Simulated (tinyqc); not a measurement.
Tight binding, dimerised chain, step by step. One step of it, computed by the program tinyqc.

Task: Bloch Hamiltonian at k. H_AA = +delta, H_BB = -delta, H_AB = -t1 - t2 exp(-i k a).

Parameters chosen for this model:
```
parameter     value                      unit
t1         0.600000       eV, inside the cell
t2         0.350000         eV, between cells
delta             0  eV, +/- on the two sites
```

k point k (2 pi / a): 0.100000

Give: H(k) at k.

Result:

H(k) at k (eV):
```
                 A                B
A           0.0000  -0.8832+0.2057i
B  -0.8832-0.2057i           0.0000
```
